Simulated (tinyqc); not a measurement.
# Worked calculation: electron continuity equation in a given potential, Scharfetter-Gummel discretisation

Program tinyqc, `OMP_NUM_THREADS=1 python tinyqc.py 2220045 2220046 out.jsonl`; Intel Xeon 2.30GHz, shared host, one thread, about 0.01 s. Printed values are rounded.

Steady state in one dimension: J = q mu n E + q D dn/dx with E = -dpsi/dx and D = mu Vt, dJ/dx = q (n/tau - G), fixed densities nL and nR at the ends. The potential is given, psi = U x/L - Ub exp(-((x/L - xb)/sb)^2), and is not changed by the electrons.

Parameters, values chosen for the exercise; mobility close to that of germanium at room temperature: temperature T = 250 K; electron mobility mu = 3910 cm^2/(V s); length of the region L = 3.4 um; density at x = 0 nL = 4.7e15 cm^-3; density at x = L nR = 1.2e15 cm^-3; lifetime tau = 6.2e-11 s; uniform generation rate G = 0 cm^-3 s^-1; potential difference psi(L) - psi(0) U = -0.89 V; depth of the dip in psi (a barrier for electrons) Ub = 0.13 V; position of the barrier over L xb = 0.57; width of the barrier over L sb = 0.1.

Constants: q = 1.602176634e-19 C, kB = 1.380649e-23 J/K, Vt = kB T/q. Results are converted to the units shown.

Range of the model: The drift velocity mu E exceeds 1e7 cm/s somewhere, where real mobilities no longer stay constant.

## Potential on the mesh

12 equal intervals, h = L/12; psi = U x/L - Ub exp(-((x/L - xb)/sb)^2).

psi, node 0 to 12 (V): 0.000000  -0.074167  -0.148333  -0.222505  -0.297147  -0.383218  -0.524641  -0.646876  -0.644398  -0.672591  -0.741793  -0.815834  -0.890000

## Bernoulli factors

d_i = (psi_(i+1) - psi_i)/Vt; B(d) = d/(exp(d) - 1), B(0) = 1. The flux on interval i is J_i = (q D/h) [n_(i+1) B(d_i) - n_i B(-d_i)].

```
interval	d_i	B(d_i)	B(-d_i)
0	-3.44267	3.55640	0.113730
1	-3.44267	3.55640	0.113730
2	-3.44289	3.55660	0.113712
3	-3.46475	3.57663	0.111880
4	-3.99524	4.07014	0.0749032
5	-6.56462	6.57389	0.00926494
6	-5.67389	5.69345	0.0195540
7	0.11503	0.943588	1.05862
8	-1.30869	1.79315	0.484464
9	-3.21222	3.34699	0.134774
10	-3.43683	3.55106	0.114225
11	-3.44264	3.55637	0.113734
```

The largest |d_i| is 6.56, above 2, where central differences lose the sign pattern that keeps densities positive.

## Tridiagonal system for the inner nodes

Row i (1 to 11): B(-d_(i-1)) n_(i-1) + b_i n_i + B(d_i) n_(i+1) = f_i with b_i = -B(-d_i) - B(d_(i-1)) - h^2/(D tau) and f_i = -G h^2/D; the known end values are moved to the right: f_1 loses B(-d_0) nL and f_11 loses B(d_11) nR. h = L/12, D = mu Vt.

```
node	diagonal b	right side f (cm^-3)
1	-3.82385	-5.34533e14
2	-3.82383	0
3	-3.82220	0
4	-3.80525	0
5	-4.23312	0
6	-6.74716	0
7	-6.90578	0
8	-1.58177	0
9	-2.08164	0
10	-3.61493	0
11	-3.81851	-4.26765e15
```

## Densities and current

B(d_i) and B(-d_i) are the Bernoulli factors of the potential steps, b and f the diagonal and right side. Solve B(-d_(i-1)) n_(i-1) + b_i n_i + B(d_i) n_(i+1) = f_i (end values already in f), then J_i = (q D/h) [n_(i+1) B(d_i) - n_i B(-d_i)], h = L/12, D = mu Vt.

n, node 0 to 12 (cm^-3): 4.7e15  7.50208e14  6.56323e14  6.81647e14  7.07581e14  6.42793e14  4.05851e14  4.79918e14  3.50393e15  2.80755e15  1.23895e15  1.15468e15  1.2e15
J, interval 0 to 11 (A/cm^2): 1016.24  1071.17  1119.22  1169.13  1220.94  1268.00  1297.72  1332.86  1589.41  1794.97  1885.68  1970.23

Against a mesh 200 times finer the densities are off by at most 30 % of their local values.
